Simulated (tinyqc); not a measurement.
Inside a calculation. Method: Hueckel theory of the pi electrons with the omega technique, for the molecule C=CC(=C)C(=N)Cl (SMILES; centres numbered as the heavy atoms are written). One step of it, computed by the program tinyqc.

Problem. Orbitals, round 1. Diagonalise; E = alpha + x beta with beta < 0, so the largest x are filled first; degenerate levels share their electrons. P = sum n_i c_ri c_si; each orbital has its largest coefficient positive (the first on a tie).

Hueckel matrix in units of beta (H = alpha + beta A):
```
           1C        2C        3C        4C        5C        6N       7Cl
1C   0.000000  1.000000  0.000000  0.000000  0.000000  0.000000  0.000000
2C   1.000000  0.000000  1.000000  0.000000  0.000000  0.000000  0.000000
3C   0.000000  1.000000  0.000000  1.000000  1.000000  0.000000  0.000000
4C   0.000000  0.000000  1.000000  0.000000  0.000000  0.000000  0.000000
5C   0.000000  0.000000  1.000000  0.000000  0.000000  1.000000  0.400000
6N   0.000000  0.000000  0.000000  0.000000  1.000000  0.500000  0.000000
7Cl  0.000000  0.000000  0.000000  0.000000  0.400000  0.000000  2.000000
```

pi electrons, sum of z_r less the charge = 8

Give: x values; occupations; coefficients; charge and bond-order matrix P.

Solution.

x values: 2.2064  1.8276  1.1322  0.6026  -0.4269  -0.9228  -1.9191

occupations: 2.0000  2.0000  2.0000  2.0000  0.0000  0.0000  0.0000

coefficients:
```
        MO1      MO2      MO3      MO4      MO5      MO6      MO7
1C   0.0875  -0.2185  -0.3889  -0.5452   0.3458   0.5660   0.2370
2C   0.1930  -0.3993  -0.4403  -0.3286  -0.1476  -0.5223  -0.4549
3C   0.3385  -0.5113  -0.1096   0.3473  -0.2828  -0.0840   0.6359
4C   0.1534  -0.2798  -0.0968   0.5763   0.6623   0.0911  -0.3314
5C   0.4003  -0.2553   0.4130  -0.0385  -0.3939   0.5088  -0.4341
6N   0.2346  -0.1923   0.6533  -0.3748   0.4250  -0.3576   0.1795
7Cl  0.7757   0.5924  -0.1904   0.0110   0.0649  -0.0696   0.0443
```

charge and bond-order matrix P:
```
          1C       2C       3C       4C       5C       6N      7Cl
1C    1.0078   0.9090  -0.0108  -0.4040  -0.0976   0.0258   0.0129
2C    0.9090   0.9970   0.4073  -0.0108   0.0201  -0.0847  -0.0132
3C   -0.0108   0.4073   1.0171   0.8113   0.4149  -0.0480  -0.0313
4C   -0.4040  -0.0108   0.8113   0.8865   0.1414  -0.3789  -0.0440
5C   -0.0976   0.0201   0.4149   0.1414   0.7950   0.8545   0.1605
6N    0.0258  -0.0847  -0.0480  -0.3789   0.8545   1.3186  -0.1209
7Cl   0.0129  -0.0132  -0.0313  -0.0440   0.1605  -0.1209   1.9779
```
